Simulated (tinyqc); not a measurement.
Inside a calculation. Method: empirical pseudopotential in a few plane waves. One step of it, computed by the program tinyqc.

Problem. Bloch Hamiltonian at k. Basis: the 15 shortest G (labels in 2 pi/a), the same at every k. H(G,G') = c |k + G|^2 delta + VS(|G-G'|^2) cos((G-G').tau) + i VA sin((G-G').tau), tau = a/8 (1,1,1); 1 Ry = 13.605693 eV.

Parameters chosen for this model: fcc lattice, atoms at +/- a/8 (1,1,1); form factors in rydberg at |G|^2 in units of (2 pi/a)^2:
```
parameter                 value      unit
a                      5.780000  angstrom
VS(3)                 -0.204000        Ry
VS(8)                 -0.008000        Ry
VS(11)                 0.074000        Ry
VA(3)                         0        Ry
VA(4)                         0        Ry
VA(11)                        0        Ry
hbar^2/2m (2 pi/a)^2   4.502223        eV
```

k point k (2 pi / a): [0.560000, 0.420000, 0.040000]

Give: H(k) at k.

Solution.

H(k) at k (eV):
```
        +0+0+0  -1-1-1  -1-1+1  -1+1-1  -1+1+1  +1-1-1  +1-1+1  +1+1-1
+0+0+0   2.213   1.963  -1.963  -1.963  -1.963  -1.963  -1.963  -1.963
-1-1-1   1.963   6.535   0.000   0.000   0.109   0.000   0.109   0.109
-1-1+1  -1.963   0.000   7.256  -0.109   0.000  -0.109   0.000   0.000
-1+1-1  -1.963   0.000  -0.109  14.099   0.000  -0.109   0.000   0.000
-1+1+1  -1.963   0.109   0.000   0.000  14.820   0.000  -0.109  -0.109
+1-1-1  -1.963   0.000  -0.109  -0.109   0.000  16.620   0.000   0.000
+1-1+1  -1.963   0.109   0.000   0.000  -0.109   0.000  17.341  -0.109
+1+1-1  -1.963   0.109   0.000   0.000  -0.109   0.000  -0.109  24.184
+1+1+1   1.963   0.000   0.109   0.109   0.000   0.109   0.000   0.000
-2+0+0   0.000  -1.963  -1.963  -1.963   1.963   0.712  -0.712  -0.712
+0-2+0   0.000  -1.963  -1.963   0.712  -0.712  -1.963   1.963  -0.712
+0+0-2   0.000  -1.963   0.712  -1.963  -0.712  -1.963  -0.712   1.963
+0+0+2   0.000  -0.712   1.963  -0.712  -1.963  -0.712  -1.963   0.712
+0+2+0   0.000  -0.712  -0.712   1.963  -1.963  -0.712   0.712  -1.963
+2+0+0   0.000  -0.712  -0.712  -0.712   0.712   1.963  -1.963  -1.963

        +1+1+1  -2+0+0  +0-2+0  +0+0-2  +0+0+2  +0+2+0  +2+0+0
+0+0+0   1.963   0.000   0.000   0.000   0.000   0.000   0.000
-1-1-1   0.000  -1.963  -1.963  -1.963  -0.712  -0.712  -0.712
-1-1+1   0.109  -1.963  -1.963   0.712   1.963  -0.712  -0.712
-1+1-1   0.109  -1.963   0.712  -1.963  -0.712   1.963  -0.712
-1+1+1   0.000   1.963  -0.712  -0.712  -1.963  -1.963   0.712
+1-1-1   0.109   0.712  -1.963  -1.963  -0.712  -0.712   1.963
+1-1+1   0.000  -0.712   1.963  -0.712  -1.963   0.712  -1.963
+1+1-1   0.000  -0.712  -0.712   1.963   0.712  -1.963  -1.963
+1+1+1  24.904  -0.712  -0.712  -0.712  -1.963  -1.963  -1.963
-2+0+0  -0.712  10.137  -0.109  -0.109   0.109   0.109   0.000
+0-2+0  -0.712  -0.109  12.658  -0.109   0.109   0.000   0.109
+0+0-2  -0.712  -0.109  -0.109  19.502   0.000   0.109   0.109
+0+0+2  -1.963   0.109   0.109   0.000  20.943  -0.109  -0.109
+0+2+0  -1.963   0.109   0.000   0.109  -0.109  27.786  -0.109
+2+0+0  -1.963   0.000   0.109   0.109  -0.109  -0.109  30.307
```
